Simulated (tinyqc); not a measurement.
# Quantum limit of the contact resistance of a two-dimensional channel: two studies

Parabolic band with gv valleys, C = hbar^2/(2 m0), eta = (EF - Ec)/(kB T). Landauer picture: each mode conducts 2 q^2/h, and the contacts and the channel add incoherently in series, 1/Tt - 1 = 2 (1/tc - 1) + L/lam for the total transmission Tt.

Values chosen for this exercise:
- T = 300 K (temperature)
- m = 0.49 m0 (mass)
- gv = 1 (valleys)
- n = 1.2e12 cm^-2 (carrier density)
- tc = 0.25 (transmission of each contact)
- lam = 88 nm (back-scattering length of the channel)

Constants: q = 1.602176634e-19 C, kB = 1.380649e-23 J/K, hbar = 1.054571817e-34 J s, h = 6.62607015e-34 J s, m0 = 9.1093837015e-31 kg, Vt = kB T/q, hbar^2/(2 m0) = 0.0380998212 eV nm^2. Results are converted to the units shown.

Each table varies one quantity; the others keep the values above.

## Quantum limit against density

n = N ln(1 + exp(eta)), N = gv m kB T/(2 pi C); modes per width M = gv sqrt(m kB T/C) Fm(eta)/(2 sqrt(pi)), Fm(x) = (1/sqrt(pi)) int_0^infinity u^(-1/2)/(1 + exp(u - x)) du; at zero temperature M0 = gv kF/pi, kF = sqrt(2 pi n/gv). kB T in eV. RQ = (h/2q^2)/M for the whole device, R = RQ/Tt; the part of one contact is Rc = RQ (1/tc - 1/2) and the channel adds RQ L/lam.

Quantum limit against density:

| n (cm^-2) | eta | M (1/um) | M0 (1/um) | RQ/2 (ohm um) |
|---|---|---|---|---|
| 1.4e11 | -3.619 | 4.280 | 29.85 | 1508 |
| 3.4e11 | -2.713 | 10.31 | 46.52 | 625.7 |
| 8.3e11 | -1.773 | 24.71 | 72.69 | 261.2 |
| 2e12 | -0.7781 | 56.97 | 112.8 | 113.3 |
| 5e12 | 0.4527 | 128.1 | 178.4 | 50.37 |
| 1.2e13 | 2.158 | 248.8 | 276.4 | 25.93 |
| 3e13 | 5.666 | 430.3 | 437.0 | 15.00 |
| 7.3e13 | 13.80 | 680.2 | 681.7 | 9.487 |

What does the comparison show?

The limit for one contact, RQ/2, falls from 1510 to 9.49 ohm um, as n^(-0.99) between the first two rows (eta = -3.6) and n^(-0.51) between the last two (eta = 14); the non-degenerate power is -1 and the degenerate one -1/2. M0 is 6.98 times M in the first row and 0.22 % above it in the last. In 1 of the 8 rows EF lies more than 0.3 eV above Ec, where real bands are no longer parabolic.

## Total resistance against length

Same model as above.

kB T in eV.

Total resistance against length:

| L (nm) | R (ohm um) | share of the contacts (%) |
|---|---|---|
| 12 | 2615 | 98.09 |
| 23 | 2661 | 96.40 |
| 45 | 2752 | 93.19 |
| 87 | 2927 | 87.62 |
| 170 | 3273 | 78.37 |
| 320 | 3897 | 65.81 |
| 620 | 5147 | 49.84 |
| 1200 | 7562 | 33.92 |
| 2300 | 1.214e4 | 21.12 |

What does the table show?

R is a straight line in L with intercept 2 Rc = 2560 ohm um; the share of the contacts falls from 98.1 to 21.1 % and is one half at L = lam (2/tc - 1) = 616 nm.

Numbers from tinyqc (`OMP_NUM_THREADS=1 python tinyqc.py 2760164 2760165 out.jsonl`; about 0.01 s on one thread of a shared Intel Xeon 2.30GHz).
